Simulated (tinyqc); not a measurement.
Inside a calculation. Model: longitudinal sound in a periodic multilayer: transfer matrices, stop bands and folded phonons. Computed by tinyqc, a small Python program that keeps every step. Command: `OMP_NUM_THREADS=1 python tinyqc.py 3031263 3031264 out.jsonl multilayer walk`. One thread of a shared host (Intel(R) Xeon(R) Processor @ 2.30GHz), about 0.01 s of CPU time with the checks. Intermediate numbers are printed to about 6 digits and carried at full precision; extremes and crossings named in words are read from the listed rows.

Layers 1 and 2 repeat with period d = d_1 + d_2; waves travel normal to the layers, without loss. State vector (u, s): displacement u and stress divided by omega. Impedances Z = rho v are in 1e6 kg/(m^2 s).

Inputs (values chosen for the exercise, modelled on silica (layer 1), hafnia (layer 2) and silicon (substrate)):

| quantity | value | unit |
|---|---|---|
| density rho_1 | 2.23 | g/cm^3 |
| velocity v_1 | 6040 | m/s |
| thickness d_1 | 9.73 | nm |
| density rho_2 | 9.62 | g/cm^3 |
| velocity v_2 | 5420 | m/s |
| thickness d_2 | 8.96 | nm |
| substrate density | 2.36 | g/cm^3 |
| substrate velocity | 8420 | m/s |
| periods N | 12 | - |
| frequency f | 162 | GHz |
| optical wave vector q d/pi | 0.16 | - |

## Impedances, mean velocity and Bragg frequency

Z = rho v; interface reflection r = (Z_2 - Z_1)/(Z_2 + Z_1) (stress amplitude, from 1 into 2); Bragg frequency f_B = 1/[2 (d_1/v_1 + d_2/v_2)]; long-wave velocity v_eff = d/sqrt[(d_1/v_1)^2 + (d_2/v_2)^2 + (Z_1/Z_2 + Z_2/Z_1)(d_1/v_1)(d_2/v_2)].

Z_1 = 13.4692

Z_2 = 52.1404

Z of the substrate = 19.8712

interface reflection r = 0.589414

Bragg frequency f_B = 153.183 GHz

long-wave velocity v_eff = 4625.77 m/s

## Transfer matrix of one period

A layer maps (u, s) by [[cos p, sin p/Z], [-Z sin p, cos p]], p = 2 pi f d_i/v_i; one period is M = M_2 M_1, and cos(q d) = trace(M)/2.

phase p_1 = 1.63972 rad

phase p_2 = 1.68269 rad

M:
```
           1            2
1  -0.248410  -0.00958288
2    5.06900     -3.83005
```

trace(M)/2 = -2.03923

|trace/2| > 1: f lies in a stop band, and the amplitude falls by a factor 3.816 a period.

## Transmission through N periods

For N periods A = M^N. A wave comes from a thick layer of material 1 and leaves into the substrate (Z_s): transmitted power T = 4 Z_1 Z_s/|Z_1 A_22 + Z_s A_11 - i (Z_1 Z_s A_12 - A_21)|^2, reflected power R = 1 - T.

A = M^N:
```
              1            2
1      -36569.6      25741.0
2  -1.36161e+07  9.58424e+06
```

transmitted power T = 6.33558e-14

T in decibel = -131.982 dB

## The first stop band

Gap m contains m f_B; its edges, where trace(M)/2 = (-1)^m, are found by root search. Weak-contrast estimate of the width: (4 f_B/pi) |r sin(m pi a)|, a = (d_1/v_1)/(d_1/v_1 + d_2/v_2).

lower edge = 91.7188 GHz

upper edge = 214.624 GHz

width/f_B = 80.2342 %

transmitted power at f_B = 4.62833e-14

Caution: so small a transmitted power at f_B holds only for perfect layers and strictly normal incidence.

## The first four gaps

The formulas are those given above.

Stop bands (GHz):

| m | lower edge | upper edge | width | weak-contrast estimate |
|---|---|---|---|---|
| 1 | 91.719 | 214.624 | 122.905 | 114.935 |
| 2 | 304.050 | 308.719 | 4.670 | 4.669 |
| 3 | 398.179 | 520.850 | 122.671 | 114.745 |
| 4 | 608.101 | 617.436 | 9.334 | 9.330 |

With a = 0.494, gap 1 is the widest and gap 2 the narrowest: the layers are near a quarter wave each at f_B, so the even gaps almost close. The weak-contrast estimate misses the first width by -6.5 % at |r| = 0.59. Odd gaps open at the edge of the folded zone (q = pi/d), even ones at its centre.

## Mirror strength against the number of periods

The formulas are those given above.

Transmitted power:

| N | T at f_B | T at f_B (dB) | T at f |
|---|---|---|---|
| 1 | 0.326464 | -4.86165 | 0.329087 |
| 2 | 0.0259580 | -15.8573 | 0.0268634 |
| 3 | 0.00175440 | -27.5587 | 0.00186739 |
| 4 | 1.17228e-04 | -39.3097 | 1.28318e-04 |
| 6 | 5.22574e-07 | -62.8185 | 6.04900e-07 |
| 8 | 2.32938e-09 | -86.3276 | 2.85136e-09 |
| 12 | 4.62833e-14 | -133.346 | 6.33558e-14 |
| 16 | 9.19622e-19 | -180.364 | 1.40774e-18 |
| 24 | 3.63060e-28 | -274.400 | 6.95010e-28 |

At f_B each further period removes 11.75 dB at large N, which is 20 log10 of the impedance ratio, 11.76 dB, as for a quarter-wave stack; 99 % reflection needs N = 3 among these rows. At f, in a stop band, T decays as well. Values below about 1e-6 belong to the ideal stack: roughness and scattering into other modes, left out here, set a floor in a real one.

## Folded doublet seen in light scattering

Light transfers the wave vector q. Solve trace(M)/2 = cos(q d) on the first branch (Brillouin line) and on the two branches around 2 f_B (first folded doublet); 1/cm = 29.9792458 GHz.

Brillouin line = 19.7264 GHz

lower folded mode = 286.517 GHz

upper folded mode = 326.253 GHz

centre of the doublet = 10.2199 1/cm

splitting / twice the Brillouin frequency = 1.00717

The doublet is split by about twice the Brillouin frequency, as for a folded straight line; its centre measures the period.

Checks made by the program: trace against Rytov's formula cos p_1 cos p_2 - (1/2)(Z_1/Z_2 + Z_2/Z_1) sin p_1 sin p_2 (relative difference below 1e-10).
